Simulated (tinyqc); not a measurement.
Inside a calculation. Method: empirical pseudopotential in a few plane waves. One step of it, computed by the program tinyqc.

Problem. Levels at G. Diagonalise the Hermitian matrix.

H(k) at G (eV), lower triangle:
```
           +0+0+0     -1-1-1     -1-1+1     -1+1-1     -1+1+1     +1-1-1     +1-1+1     +1+1-1
+0+0+0   0.000000
-1-1-1   2.424411  11.930364
-1-1+1  -2.424411   0.000000  11.930364
-1+1-1  -2.424411   0.000000   0.013606  11.930364
-1+1+1  -2.424411  -0.013606   0.000000   0.000000  11.930364
+1-1-1  -2.424411   0.000000   0.013606   0.013606   0.000000  11.930364
+1-1+1  -2.424411  -0.013606   0.000000   0.000000   0.013606   0.000000  11.930364
+1+1-1  -2.424411  -0.013606   0.000000   0.000000   0.013606   0.000000   0.013606  11.930364
+1+1+1   2.424411   0.000000  -0.013606  -0.013606   0.000000  -0.013606   0.000000   0.000000
-2+0+0   0.000000  -2.424411  -2.424411  -2.424411   2.424411   0.432931  -0.432931  -0.432931
+0-2+0   0.000000  -2.424411  -2.424411   0.432931  -0.432931  -2.424411   2.424411  -0.432931
+0+0-2   0.000000  -2.424411   0.432931  -2.424411  -0.432931  -2.424411  -0.432931   2.424411
+0+0+2   0.000000  -0.432931   2.424411  -0.432931  -2.424411  -0.432931  -2.424411   0.432931
+0+2+0   0.000000  -0.432931  -0.432931   2.424411  -2.424411  -0.432931   0.432931  -2.424411
+2+0+0   0.000000  -0.432931  -0.432931  -0.432931   0.432931   2.424411  -2.424411  -2.424411

           +1+1+1     -2+0+0     +0-2+0     +0+0-2     +0+0+2     +0+2+0     +2+0+0
+1+1+1  11.930364
-2+0+0  -0.432931  15.907152
+0-2+0  -0.432931   0.013606  15.907152
+0+0-2  -0.432931   0.013606   0.013606  15.907152
+0+0+2  -2.424411  -0.013606  -0.013606   0.000000  15.907152
+0+2+0  -2.424411  -0.013606   0.000000  -0.013606   0.013606  15.907152
+2+0+0  -2.424411   0.000000  -0.013606  -0.013606   0.013606   0.013606  15.907152
```

Give: eigenvalues.

Solution.

eigenvalues (eV): -3.1166  6.7850  7.8590  7.8590  7.8590  11.9168  11.9168  11.9168  15.0878  15.8799  15.8799  19.9649  19.9649  19.9649  21.1478
